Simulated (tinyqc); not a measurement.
Trading HF for NH4F at fixed fluoride: speciation in dilute and buffered hydrofluoric acid, oxide etch rate and bath loading. Computed by tinyqc, a small Python program. Command: `OMP_NUM_THREADS=1 python tinyqc.py 3120853 3120854 out.jsonl hfetch walk`. One thread of a shared host (Intel(R) Xeon(R) Processor @ 2.30GHz), about 0.01 s of CPU time with the checks.

Concentrations stand for activities, NH4+ and Cl- are spectators, and water ionisation is neglected. H, F and HF2 denote the ions H+, F- and HF2-. The base temperature is 298 K.

Inputs (values chosen for the exercise, of the order of those for thermal oxide at room temperature): HF added = 0.11 mol/L; NH4F added = 0 mol/L; K1 = [H][F]/[HF] = 0.000658 mol/L; K2 = [HF2]/([HF][F]) = 4.04 L/mol; K3 = [H2F2]/[HF]^2 = 0 L/mol; rate constant of neutral HF k_a = 18 nm L/(min mol); rate constant of HF2 k_b = 54 nm L/(min mol).

Method:
- Fluoride balance: [HF] + [F] + 2 [HF2] + 2 [H2F2] = HF added + NH4F added. Acid balance: [H] + [HF] + [HF2] + 2 [H2F2] = HF added + HCl added. For a trial [H], [HF] = [H][F]/K1, and the fluoride balance is a quadratic in [F].
- Rate = k_a ([HF] + 2 [H2F2]) + k_b [HF2], an empirical two-term form.
- Total fluoride is held at HF + NH4F added, without HCl; x is the share added as HF.

Against x:
```
x         pH  [F] (mol/L)  [HF] (mol/L)  [HF2] (mol/L)  rate (nm/min)
0.05  4.6069      0.10292      0.003867      0.0016080         0.1564
0.15  4.0509      0.08924      0.012062      0.0043488         0.4520
0.30  3.6198      0.07002      0.025537      0.0072234         0.8497
0.40  3.3981      0.05811      0.035310      0.0082897         1.0832
0.50  3.1938      0.04697      0.045690      0.0086701         1.2906
0.60  2.9929      0.03664      0.056605      0.0083785         1.4713
0.75  2.6735      0.02283      0.073591      0.0067883         1.6912
0.90  2.2993      0.01176      0.089717      0.0042620         1.8451
1.00  2.0233      0.00679      0.097838      0.0026849         1.9061
```

[HF2] is largest at x = 0.5 and the rate at x = 1 among these rows; HF2 needs both HF and F.

Extremes, crossings and ranges named in words are read from the listed rows.
